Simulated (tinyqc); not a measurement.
# Stoner model of a band magnet at zero temperature, step by step

A worked calculation. Computed by tinyqc, a small Python program that keeps every step. Command: `OMP_NUM_THREADS=1 python tinyqc.py 3002911 3002912 out.jsonl stoner walk`. One thread of a shared host (Intel(R) Xeon(R) Processor @ 2.30GHz), about 0.04 s of CPU time with the checks. Intermediate numbers are printed to about 6 digits and carried at full precision; extremes and crossings named in words are read from the listed rows.

Five orbitals per spin share one band; u = (E - E_bottom)/W runs from 0 to 1, and the states per spin, atom and energy are g = 5 d(u)/W with d = (8/pi) sqrt(u (1 - u)). N(u) is the integral of d from 0. The moment m = n_up - n_down (electrons per atom) moves the fillings to n +/- m/10; the energy is E(m) = E_band(m) - I m^2/4.

Inputs (values chosen for the exercise, for a model d band): band width W = 5.9 eV; filling n per spin orbital = 0.28; Stoner parameter I = 1.01 eV; start moment m0 = 0.4 mu_B; largest number of steps = 600.

Density of states: semi-elliptic.

Constants: k_B = 8.617333262e-05 eV/K.

## The paramagnetic state

Solve N(u_F) = n; g_F = 5 d(u_F)/W; the Stoner product is I g_F.

u_F = 0.323473

g_F = 1.00953 1/eV

Stoner product I g_F = 1.01963

I g_F > 1: the paramagnet is unstable.

## Fixed-moment scan

For a moment m the Fermi levels of the two spins lie W [u(n + m/10) - u(n - m/10)] =: Delta apart; gbar = m/Delta is the mean density of states between them. A solution has I gbar = 1, is stable where gbar falls with m, or sits at saturation m_max = 10 min(n, 1 - n) if I gbar > 1 there. E_band(m) = 5 W [e(n + m/10) + e(n - m/10) - 2 e(n)], e = integral of u d(u) up to the Fermi level.

Against the moment:
```
m (mu_B)  Delta (eV)   I gbar  E(m) - E(0) (meV)
0.14         0.13870  1.01946            -0.0949
0.42         0.41666  1.01810            -0.8247
0.84         0.83719  1.01339            -2.8983
1.26         1.26619  1.00506            -4.9456
1.68         1.71026  0.99213            -4.5469
2.10         2.18127  0.97237             2.5597
2.52         2.71089  0.93888            24.6748
2.80         3.22844  0.87596            59.0019
```

I gbar runs between 0.876 and 1.019; the energy falls with m where it exceeds 1 and rises where it is below. The lowest row is m = 1.26, below the paramagnet.

## Self-consistent moment

Split the bands by Delta = I m, find the common Fermi level that keeps 10 n electrons, and read m(out) = 5 [N(u + Delta/(2W)) - N(u - Delta/(2W))], N clipped to 0 and 1. Start from m0 (at most 0.9 m_max, m_max = 10 min(n, 1 - n)); stop when m changes by less than 1e-8; moments under 1e-5 count as 0.

Iteration:
```
step  m in (mu_B)  Delta (eV)  m out (mu_B)
1         0.40000     0.40400       0.40728
2         0.40728     0.41135       0.41467
3         0.41467     0.41881       0.42216
4         0.42216     0.42639       0.42978
5         0.42978     0.43407       0.43750
...           ...         ...           ...
415       1.44574     1.46020       1.44574
416       1.44574     1.46020       1.44574
417       1.44574     1.46020       1.44574
418       1.44574     1.46020       1.44574
419       1.44574     1.46020       1.44574
```

moment m = 1.44574 mu_B

last change of m = 9.59755e-09

Both spin bands cross the Fermi level (a weak ferromagnet).

## Energy, splitting and spin polarisation

Exchange splitting = I m; P = (g_up - g_down)/(g_up + g_down) at the Fermi level, with d = 0 for a full or empty band. The Stoner temperature scale is I m/(4 k_B).

E(m) - E(0) = -5.26840 meV

exchange splitting = 1.46020 eV

spin polarisation P = 0.114123

Stoner temperature scale = 4236.23 K

Majority electrons dominate at the Fermi level. Real Curie points lie far below such a temperature, since the moments disorder in direction long before they vanish.

Checks made by the program: the moment against the condition I gbar = 1 (relative difference 7e-09).
